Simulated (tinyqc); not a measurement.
Inside a calculation. Method: UHF in the sto-3g basis, for H3, spin multiplicity 2. This run ends on a higher stationary point, not on the lowest solution. One step of it, computed by the program tinyqc.

Question. Orthogonalisation. S = U s U^T; symmetric (Loewdin) form X = U s^(-1/2) U^T, so that X^T S X = 1.

overlap S:
```
          1H 1s     2H 1s     3H 1s
1H 1s  1.000000  0.351561  0.308769
2H 1s  0.351561  1.000000  0.308571
3H 1s  0.308769  0.308571  1.000000
```

Give: eigenvalues of S; X.

Answer.

eigenvalues of S: 0.6484  0.7052  1.6464

X:
```
         1H 1s    2H 1s    3H 1s
1H 1s   1.0751  -0.1668  -0.1350
2H 1s  -0.1668   1.0750  -0.1349
3H 1s  -0.1350  -0.1349   1.0619
```
